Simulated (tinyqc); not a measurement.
# Two-sublattice mean-field magnet: ferrimagnet, compensation points and susceptibility, step by step

A worked calculation. Computed by tinyqc, a small Python program that keeps every step. Command: `OMP_NUM_THREADS=1 python tinyqc.py 3015028 3015029 out.jsonl ferri walk`. One thread of a shared host (Intel(R) Xeon(R) Processor @ 2.30GHz), about 0.01 s of CPU time with the checks. Intermediate numbers are printed to about 7 digits and carried at full precision; extremes and crossings named in words are read from the listed rows.

A random alloy A(1-x)B(x) with H = -sum over pairs J S_i.S_j. a = <S_A> and b = <S_B> are taken along z, a > 0. Exchange fields: h_A = (1 - x) zJ_AA a + x zJ_AB b, h_B = (1 - x) zJ_AB a + x zJ_BB b; a = S_A B_(S_A)(S_A h_A/(k_B T)) and likewise for b, with the Brillouin function B_S(y) = [(2S + 1)/(2S)] coth[(2S + 1) y/(2S)] - [1/(2S)] coth[y/(2S)].

Inputs (values chosen for the exercise, for a model ferrimagnet):
```
quantity                 value  unit
spin S_A                     2     -
spin S_B                   1.5     -
g factor g_A                 2     -
g factor g_B                 2     -
fraction x of B sites     0.44     -
z J_AA                    18.4   meV
z J_BB                    0.37   meV
z J_AB                    -2.6   meV
T over T_c                0.35     -
largest number of steps   3000     -
```

Constants: k_B = 8.617333262e-05 eV/K.

## Ordering temperature

Linearised, T (a, b) = M (a, b) with M_ij = S_i (S_i + 1) c_j zJ_ij/(3 k_B), c_A = 1 - x, c_B = x. T_c is the larger eigenvalue, and its eigenvector gives b/a at onset, (T_c - M_AA)/M_AB.

M (K):
```
          A         B
A  239.1459  -26.5511
B  -21.1202    2.3615
```

eigenvalues (K): 1.648828e-02  2.414909e+02

T_c = 241.4909 K

b/a at onset = -0.08832131

T = 84.52183 K

The antiferromagnetic A-B coupling raises T_c by 2 K over that of A alone.

## First step

Start from a = S_A, b = -S_B and apply the equations once.

h_A = 22.324 meV

h_B = -3.1562 meV

new a = 1.951064

new b = -0.5147733

## Self-consistent moments

Repeat from a = S_A, b = -S_B until a and b change by less than 1e-10.

Iteration:
```
step         a          b  largest change
1     2.000000  -1.500000    9.852267e-01
2     1.951064  -0.514773    3.446084e-02
3     1.938020  -0.480312    3.702188e-03
4     1.936428  -0.476610    4.399984e-04
5     1.936236  -0.476170    5.288329e-05
6     1.936213  -0.476117    6.364546e-06
7     1.936210  -0.476111    7.661016e-07
8     1.936210  -0.476110    9.221757e-08
9     1.936210  -0.476110    1.110049e-08
10    1.936210  -0.476110    1.336197e-09
11    1.936210  -0.476110    1.608413e-10
12    1.936210  -0.476110    1.936118e-11
```

a = 1.936210

b = -0.4761102

last change = 1.936118e-11

a is at 97 % and b at 32 % of saturation: the B spins feel the weaker field per spin and lose their order faster.

## Net moment and spin

Net moment m = (1 - x) g_A a + x g_B b in mu_B per site; net spin s = (1 - x) a + x b. At T = 0, a = S_A and b = -S_B. Effective g = m/s.

net moment m = 1.749578 mu_B

net spin s = 0.8747890

m at T = 0 = 0.92 mu_B

effective g = 2

A dominates at T, as at T = 0.

## Compensation temperatures

Net moment m = (1 - x) g_A a + x g_B b in mu_B per site; net spin s = (1 - x) a + x b. T_M: m = 0; T_A: s = 0; searched between 0.02 and 0.97 T_c, and given as 0 if there is no change of sign.

magnetic compensation T_M = 0 K

angular-momentum compensation T_A = 0 K

No compensation in this range.

## Moments against temperature

The formulas are those given above.

Sublattices:
```
T/T_c     T (K)      a/S_A     -b/S_B  m (mu_B)
0.05    12.0745  1.0000000  0.9660036  0.964875
0.15    36.2236  0.9995245  0.6549944  1.374342
0.30    72.4473  0.9816759  0.3707216  1.709602
0.45   108.6709  0.9294522  0.2401886  1.764924
0.60   144.8946  0.8406937  0.1642250  1.666377
0.72   173.8735  0.7350960  0.1199731  1.488251
0.84   202.8524  0.5794266  0.0811627  1.190781
0.92   222.1717  0.4207895  0.0538436  0.871495
0.97   234.2462  0.2618814  0.0317899  0.544652
```

At 0.45 T_c A keeps 0.93 and B 0.24 of saturation. |m| first rises, to 1.765 at 0.45 T_c, because the minority sublattice falls faster (type P).

## Susceptibility above T_c

With a field B, T (a, b) = M (a, b) + (mu_B B/(3 k_B)) (g_A S_A (S_A + 1), g_B S_B (S_B + 1)). chi = m/B per site; C = mu_B [(1 - x) g_A^2 S_A (S_A + 1) + x g_B^2 S_B (S_B + 1)]/(3 k_B); the table gives C/chi, which tends to T - theta.

Inverse susceptibility:
```
T (K)     C/chi (K)  T - C/chi (K)
246.321       8.277       238.0434
265.640      39.344       226.2958
301.864      91.455       210.4090
362.236     168.454       193.7820
482.982     306.620       176.3620
724.473     562.657       161.8162
1207.455   1055.654       151.8005
2414.909   2269.843       145.0664
```

T - C/chi sinks from 238 K just above T_c to 145 K at 10 T_c, on its way to the asymptotic theta. The curve of 1/chi is a hyperbola that bends down to zero at T_c = 241 K, so a Curie-Weiss line fitted at high T misses T_c.

Checks made by the program: the fixed point (relative difference below 1e-10).
